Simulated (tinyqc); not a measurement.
What moves the results: configuration-coordinate model of carrier capture at a defect. A value that a table varies takes the place of the one given here.

Two parabolas of equal curvature k in one coordinate Q: with the carrier free at the band edge, U_f = k Q^2/2; with the carrier trapped, U_t = k (Q - dQ)^2/2 - ET. ER = k dQ^2/2, Huang-Rhys factor S = ER/hw, hw = 0.0646541 sqrt(k/M) eV for k in eV/angstrom^2 and M in u. The curves cross at a height Eb = (ER - ET)^2/(4 ER) above the free minimum.

Multiphonon factor for giving p = ET/hw phonons to the lattice: W = exp(-S (2 nb + 1)) ((nb + 1)/nb)^(p/2) I_p(x), nb = 1/(exp(hw/kT) - 1), x = 2 S sqrt(nb (nb + 1)), I_p the modified Bessel function. Classical limit: W = hw exp(-Eb/kT)/sqrt(4 pi ER kT). At T = 0: exp(-S) S^p/Gamma(p + 1).

Constants: kB = 8.617333262e-05 eV/K.

Parameters, chosen for this exercise (of the size met at a deep level in GaN; not measured data):
```
symbol  value  unit  meaning
ET      0.8    eV    thermal depth of the level below the band edge
ER      0.68   eV    relaxation energy
hw      0.048  eV    phonon energy of the mode
T       300    K     temperature
```

## Capture against temperature

The local activation energy is -d ln W/d(1/kT), by central differences with T changed by 1 %.

Against T:
```
T (K)  kT/hw  log10 W  log10 W, classical  activation energy (eV)
40     0.072   -1.103              -1.220                  0.0000
60     0.108   -1.103              -1.086                  0.0000
80     0.144   -1.103              -1.037                  0.0000
120    0.215   -1.104              -1.014                 -0.0001
160    0.287   -1.107              -1.021                 -0.0005
220    0.395   -1.115              -1.045                 -0.0016
300    0.539   -1.131              -1.080                 -0.0040
400    0.718   -1.155              -1.120                 -0.0078
550    0.987   -1.192              -1.171                 -0.0145
```

log10 W at T = 0 = -1.103
Eb = 0.0053 eV

At 40 K log10 W is -1.10, against -1.10 at T = 0 and -1.2 classically; at 550 K the two forms differ by -0.02. The activation energy read from an Arrhenius plot goes from 0.000 eV at 40 K to -0.014 at 550 K, with its largest value 0.000 at 40 K, against Eb = 0.005 eV; the classical form itself gives Eb - kT/2. With so low a barrier the slope says little about it.

## Capture against depth of the level

ET is varied at fixed ER, hw and T, as by moving the band edge with alloying or pressure.

Against ET:
```
ET/ER  ET (eV)  Eb (eV)  log10 W  log10 W, classical
0.10     0.068   0.1377   -3.086              -3.304
0.25     0.170   0.0956   -2.408              -2.597
0.50     0.340   0.0425   -1.600              -1.705
0.75     0.510   0.0106   -1.160              -1.169
1.00     0.680   0.0000   -1.043              -0.991
1.25     0.850   0.0106   -1.206              -1.169
1.50     1.020   0.0425   -1.614              -1.705
2.00     1.360   0.1700   -3.055              -3.847
3.00     2.040   0.6800   -7.895             -12.414
```

Capture is fastest at ET/ER = 1 among these rows, where the barrier vanishes or nearly so. The classical form is symmetric about ET = ER; the quantum one gives -1.60 at 0.5 and -1.61 at 1.5, against -1.70 for both. At ET = 3 ER it lies 4.5 decades above the classical value: deep levels capture by emitting many phonons, and the rate falls with depth by 7.1 decades per eV between the last two rows. Rows deeper than the gap of the host are formal.

## What each parameter does

Eb, log10 W and the full width 2.35482 sqrt(ER hw coth(hw/2kT)). Each row changes one parameter from the base and keeps the others.

Results:
```
case            Eb (eV)  log10 W  full width (eV)
base             0.0053   -1.131           0.4980
ET = 0.84 eV     0.0094   -1.189           0.4980
ER = 0.73 eV     0.0017   -1.091           0.5160
hw = 0.0576 eV   0.0053   -1.069           0.5193
T = 330 K        0.0053   -1.138           0.5129
```

The largest shifts from the base row, up to three for each result and ties (the steps differ in size, so this ranks the rows, not the parameters). Eb (eV): ET +0.0041, ER -0.0036; unchanged at the printed digits by hw and T. log10 W: hw +0.062, ET -0.058, ER +0.040. full width (eV): hw +0.0213, ER +0.0180, T +0.0150; unchanged at the printed digits by ET.

Computed by tinyqc, a small Python program: `OMP_NUM_THREADS=1 python tinyqc.py 1450090 1450091 out.jsonl` (the numbers bound the seed that draws the inputs); one thread of a shared host (Intel(R) Xeon(R) Processor @ 2.30GHz), about 0.01 s for the whole set of steps.
